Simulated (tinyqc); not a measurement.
Worked calculation: propagation of a band-gap error through k.p and effective-mass formulas. Values are carried at full precision from step to step, so a last printed digit may differ when a step is redone from the rounded ones.

Chain, for a gap E (the reference Eg or another value), with Ep and Dso kept: 1/me = 1 + Ep (E + 2 Dso/3)/(E (E + Dso)); g* = 2 - 2 Ep Dso/(3 E (E + Dso)); g1(E) = g1 + (Ep/3)(1/E - 1/Eg), g2(E) = g2 + (Ep/6)(1/E - 1/Eg), light hole 1/(g1 + 2 g2), heavy hole 1/(g1 - 2 g2) along [100]; optical constant ei(E) = 1 + (ei - 1)(EP/(EP + E - Eg))^2, static e0(E) = ei(E) + e0 - ei.

Constants: Ry = 13.60569312 eV; a0 (Bohr radius) = 0.5291772105 angstrom; kB = 8.617333262e-05 eV/K; hbar^2/2m0 = 3.80998211 eV angstrom^2.

Inputs chosen for the exercise (reference values near those of CdTe, gap at low temperature; not measured data):
- Eg = 1.603 eV (gap at Gamma to the s-like level)
- Dso = 0.907 eV (spin-orbit splitting)
- Ep = 18.5 eV (Kane energy)
- g1 = 5.3 (Luttinger gamma1)
- g2 = 1.7 (gamma2)
- e0 = 10.33 (static dielectric constant)
- ei = 7.12 (optical dielectric constant)
- EP = 5.52 eV (mean (Penn) gap)
- Eg2 = 0.577 eV (a wrong gap, of the size a semi-local functional can give)
- mh = 0.56 m0 (density-of-states mass of the holes)
- T = 300 K (temperature)
- k = 0.019 1/angstrom (wave vector)

## Masses, g factor and screening for both gaps

Evaluate the chain at Eg and at Eg2.

Band values at the two gaps:

| quantity | at Eg | at Eg2 | ratio |
|---|---|---|---|
| me | 0.08968 | 0.03769 | 0.420 |
| g* | -0.7802 | -11.06 | - |
| g1 | 5.300 | 12.14 | 2.291 |
| g2 | 1.700 | 5.120 | 3.012 |
| light hole | 0.1149 | 0.04468 | 0.389 |
| heavy hole | 0.5263 | 0.5263 | 1.000 |
| ei | 7.120 | 10.23 | 1.437 |
| e0 | 10.33 | 13.44 | 1.301 |

The gap is off by a factor of 0.36; the electron mass follows with 0.42 and the light hole with 0.39, while the heavy hole, which does not couple to the conduction level, keeps its value. The optical constant changes less, by +44 %, as it answers to the mean gap, which shifts by the same -1.03 eV on a base of 5.52 eV. g* moves by -10.28; near zero it is a difference of larger terms, and remote bands, left out here, shift it by tenths.

## Binding energies and densities for both gaps

Donor: R = Ry me/e0^2, a_B = a0 e0/me, Mott density (0.26/a_B)^3. Nc, Nv = 2 (m kT/(4 pi c))^(3/2), c = hbar^2/2m0, ni = sqrt(Nc Nv) exp(-E/2kT). Exciton: Ry mu/e0^2 with 1/mu = 1/me + g1(E). 1 angstrom^-3 = 1e24 cm^-3.

Use the values of the table.

Results:

| quantity | at Eg | at Eg2 | ratio |
|---|---|---|---|
| R (meV) | 11.43 | 2.838 | 0.248 |
| a_B (angstrom) | 60.95 | 188.7 | 3.10 |
| Mott density (cm^-3) | 7.761e+16 | 2.614e+15 | 0.0337 |
| Nc (cm^-3) | 6.739e+17 | 1.836e+17 | 0.272 |
| ni (cm^-3) | 9.133e+04 | 1.978e+13 | 2.17e+08 |
| exciton (meV) | 7.751 | 1.947 | 0.251 |

Power laws carry the error on: the donor energy (me/e0^2) by a factor of 0.248, the Mott density (cube of me/e0) by 0.0337. ni, with its exponential, changes by a factor of 2.17e+08, that is 8.3 decades.

## A scissor shift and what it does not mend

A rigid shift D = Eg - Eg2 of the conduction band restores the gap but leaves the curvature, so the mass stays me(Eg2); redoing the sum 1/m = 1 + Ep (E + 2 Dso/3)/(E (E + Dso)) with E = Eg and the same Ep gives another mass. For optics, eps2 at the edge goes as |p|^2/E^2: a rigid shift keeps the dipole elements p/E, while shifting the energies under unchanged p scales eps2 by (Eg2/Eg)^2.

shift D = 1.026 eV
mass under a rigid shift = 0.0377 m0
mass from the sum with the corrected gap = 0.0897 m0
factor on eps2 if p is left unscaled = 0.130

The rigid shift leaves the mass off by a factor of 0.42. The mass from the corrected gap is the reference me(Eg) here, because the exercise keeps Ep fixed; a real correction of the gap depends on k and changes Ep as well.

## Far from the edge the relative error shrinks

Two-level dispersion E(k) = sqrt(E^2/4 + Ep c k^2) - E/2 at k/4, k, 4k for both gaps, c = hbar^2/2m0.

Energies above the edge:

| k (1/angstrom) | at Eg (eV) | at Eg2 (eV) | ratio |
|---|---|---|---|
| 0.00475 | 0.0010 | 0.0027 | 2.767 |
| 0.01900 | 0.0157 | 0.0412 | 2.619 |
| 0.07600 | 0.2230 | 0.4118 | 1.847 |

The ratio tends to Eg/Eg2 = 2.78 at k = 0 and goes from 2.767 to 1.847: at large k both curves approach the same slope sqrt(Ep c), while their distance in eV grows towards |Eg - Eg2|/2.

## Checks

- Chain at E = Eg against the inputs g1, g2, ei, e0: they agree to 1e-10 or better.

Program tinyqc; command `OMP_NUM_THREADS=1 python tinyqc.py 1850275 1850276 out.jsonl`; about 0.01 s on one thread of a shared Intel(R) Xeon(R) Processor @ 2.30GHz.
